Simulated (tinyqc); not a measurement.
Deal-Grove kinetics of thermal oxidation of silicon: one step, computed by the program tinyqc. Command: `OMP_NUM_THREADS=1 python tinyqc.py 3006276 3006277 out.jsonl oxide walk`. One thread of a shared host (Intel(R) Xeon(R) Processor @ 2.30GHz), about 0.06 s of CPU time with the checks.

Oxidant diffuses through the oxide and reacts at the interface, so that dx/dt = B/(A + 2x) for the oxide thickness x.

Problem. Rate constants. B = B0 p exp(-E_B/(k_B T)), B/A = (B/A)0 p^m exp(-E_A/(k_B T)), p in atm; A = B/(B/A). Temperatures in kelvin are T(C) + 273.15.

Inputs (values chosen for the exercise, close to those used for silicon):
```
quantity,value,unit
prefactor B0,682,um^2/h
activation energy E_B,1.24,eV
prefactor (B/A)0,5.47e+06,um/h
activation energy E_A,2.01,eV
temperature T,800,C
oxidant pressure p,0.5,atm
pressure exponent m of B/A,0.77,-
```

Ambient: dry oxygen. Surface: (111).

Constants: k_B = 8.617333262e-05 eV/K.

Give: parabolic constant B; linear constant B/A; length A.

Solution.

parabolic constant B = 5.122e-04 um^2/h

linear constant B/A = 0.001166 um/h

length A = 0.4392 um

Reaction at the interface limits growth while x is well below A/2 = 0.220 um, diffusion once x is well above it.
